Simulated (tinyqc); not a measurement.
Speciation in dilute and buffered hydrofluoric acid, oxide etch rate and bath loading: one step, computed by the program tinyqc. Command: `OMP_NUM_THREADS=1 python tinyqc.py 3121340 3121341 out.jsonl hfetch walk`. One thread of a shared host (Intel(R) Xeon(R) Processor @ 2.30GHz), about 0.01 s of CPU time with the checks.

Concentrations stand for activities, NH4+ and Cl- are spectators, and water ionisation is neglected. H, F and HF2 denote the ions H+, F- and HF2-. The base temperature is 298 K.

Question. One trial. Fluoride balance: [HF] + [F] + 2 [HF2] + 2 [H2F2] = HF added + NH4F added. Acid balance: [H] + [HF] + [HF2] + 2 [H2F2] = HF added + HCl added. For a trial [H], [HF] = [H][F]/K1, and the fluoride balance is a quadratic in [F]. Take pH = 3. The residual is the left side of the acid balance less the right.

Inputs (values chosen for the exercise, of the order of those for thermal oxide at room temperature): HF added = 0.033 mol/L; NH4F added = 0 mol/L; HCl added = 0 mol/L; K1 = [H][F]/[HF] = 0.000739 mol/L; K2 = [HF2]/([HF][F]) = 4.38 L/mol; K3 = [H2F2]/[HF]^2 = 2.8 L/mol.

Give: [F]; [HF]; [HF2]; [H2F2]; residual.

Answer.

[F] = 0.01255 mol/L

[HF] = 0.01698 mol/L

[HF2] = 9.328e-04 mol/L

[H2F2] = 8.069e-04 mol/L

residual = -0.01248 mol/L

The residual is negative, so the pH lies below 3.
